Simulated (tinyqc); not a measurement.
# Stacked nanosheet transistor, parasitic resistance, capacitance and delay: several studies

Ns sheets share one contact on top; each has perimeter p = 2 (Ws + ts) and cross-section A = Ws ts; contact width Wc = Ws + 10 nm, stack height Hs = Ns pv. Sheet 1 is the top one. Contact length Lc = CPP - Lg - 2 Lsp, shared by two neighbouring gates. Source and drain sides are equal. The formulas are first-order estimates, not field solutions.

Values chosen for this exercise; values close to those of silicon logic devices:

| symbol | value | unit | meaning |
|---|---|---|---|
| T | 300 | K | temperature |
| Ns | 5 |  | number of sheets |
| Ws | 20 | nm | sheet width |
| ts | 5 | nm | sheet thickness |
| pv | 12 | nm | vertical pitch of the sheets |
| rv | 60 | ohm | vertical resistance between sheet levels |
| CPP | 70 | nm | contacted gate pitch |
| Lg | 20 | nm | gate length |
| Lsp | 5 | nm | spacer length |
| ks | 4 |  | relative permittivity of the spacer |
| Hc | 15 | nm | gate height above the channel stack |
| rc | 1.1e-9 | ohm cm^2 | contact resistivity |
| re | 0.00036 | ohm cm | resistivity of the source-drain epitaxy |
| te | 25 | nm | current-carrying depth of the epitaxy |
| rx | 0.00074 | ohm cm | resistivity of the extension |
| Lov | 1 | nm | gate overlap |
| Cinv | 3.5 | uF/cm^2 | inversion capacitance |
| vx | 1.2e7 | cm/s | injection velocity |
| mu | 180 | cm^2/(V s) | apparent mobility |
| VT | 0.2 | V | threshold at zero drain voltage |
| dl | 0.075 | V/V | barrier lowering |
| n | 1.22 |  | subthreshold factor |
| Cw | 0.12 | fF | wire load |
| Vdd | 0.65 | V | supply voltage |

Constants: q = 1.602176634e-19 C, kB = 1.380649e-23 J/K, eps0 = 8.8541878128e-12 F/m, Vt = kB T/q. Results are converted to the units shown.

Each table varies one quantity; the others keep the values above.

## Effect of the number of sheets

Epitaxy sheet resistance Rsh = re/te, transfer length LT = sqrt(rc/Rsh), contact Rc = [sqrt(rc Rsh)/Wc] coth(Lc/(2 LT)); extension of one sheet Rx = rx Lsp/A. With N sheets: gate Cg = Cinv p N Lg; per side, plate Cp = ks eps0 [Wc (Hs + Hc) - N A]/Lsp, top fringe Cf = (2/pi) ks eps0 Wc ln(1 + Lg/(2 Lsp)), overlap Co = Cinv p N Lov. One sheet: I = p Q vx u/(1 + |u|^1.8)^(1/1.8), Q = Cinv n Vt ln(1 + exp((Vg' - VT + dl Vd')/(n Vt))), u = Vd' mu/(vx Lg), Vg' = Vgs - v, Vd' = Vds - 2 v, with the drop on each side v_j = Rc sum I + rv (sum over levels k = 2..j of the current of sheets k..Ns) + Rx I_j. Ieff = [I(Vgs = Vdd, Vds = Vdd/2) + I(Vdd/2, Vdd)]/2, total currents. With Cs = Cp + Cf + Co, the load of an inverter of two such devices driving an equal one is CL = 2 (Cg + 2 Cs) + 4 Cs + Cw (own drains counted twice for the Miller effect); delay CL Vdd/(2 Ieff).

The same in every row: Rc (ohm) = 214.3.

Results:
```
Ns,Rx/N (ohm),Ieff (uA),CL (aF),delay (ps)
1,370.0,53.13,250.2,1.530
2,185.0,99.39,348.9,1.141
3,123.3,138.2,447.6,1.053
5,74.00,194.1,645.1,1.080
6,61.67,212.8,743.8,1.136
```

Estimate the missing row, Ns = 4.

Computed row:
```
Ns,Rx/N (ohm),Ieff (uA),CL (aF),delay (ps)
4,92.50,169.6,546.4,1.047
```

With this row back in the table: As Ns goes from 1 to 6, Ieff rises from 53.1 to 213 uA, CL rises from 250 to 744 aF and the delay goes from 1.53 through a minimum of 1.05 (at Ns = 4 among the rows listed) to 1.14 ps. From the first row to the last Ieff grows by a factor of 4.00 and CL by 2.97; the first step changes the delay by -25 %, the last by 5.2 %.

## Effect of the spacer length

Same model as above.

Effect of the spacer length:
```
Lsp (nm),Rc (ohm),Rx/N (ohm),Ieff (uA),CL (aF),delay (ps)
2,194.6,29.60,210.0,797.6,1.234
3,200.5,44.40,204.7,713.2,1.133
4,207.0,59.20,199.4,670.7,1.093
5,214.3,74.00,194.1,645.1,1.080
6,222.5,88.80,188.9,627.9,1.081
8,242.2,118.4,178.4,606.4,1.105
10,268.0,148.0,167.8,593.3,1.149
12,302.6,177.6,156.9,584.6,1.211
```

Read the table: what changes, and by how much?

As Lsp goes from 2 to 12 nm, Ieff falls from 210 to 157 uA, CL falls from 798 to 585 aF and the delay goes from 1.23 through a minimum of 1.08 (at Lsp = 5 nm among the rows listed) to 1.21 ps. A thin spacer costs capacitance, a thick one resistance and contact length, hence the minimum. For Lsp = 2 to 3 nm the spacer is under 3.5 nm, where leakage and breakdown between gate and contact would forbid it.

## Effect of the supply voltage

Same model as above.

The same in every row: Rc (ohm) = 214.3; Rx/N (ohm) = 74.00; CL (aF) = 645.1.

Effect of the supply voltage:
```
Vdd (V),Ieff (uA),delay (ps)
0.45,94.63,1.534
0.55,143.2,1.239
0.65,194.1,1.080
0.75,246.0,0.9833
0.85,298.5,0.9185
0.95,351.3,0.8721
```

As Vdd goes from 0.45 to 0.95 V, Ieff rises from 94.6 to 351 uA, CL stays at 645 aF and the delay falls from 1.53 to 0.872 ps.

Numbers from tinyqc (`OMP_NUM_THREADS=1 python tinyqc.py 2170040 2170041 out.jsonl`; about 0.07 s on one thread of a shared Intel Xeon 2.30GHz).
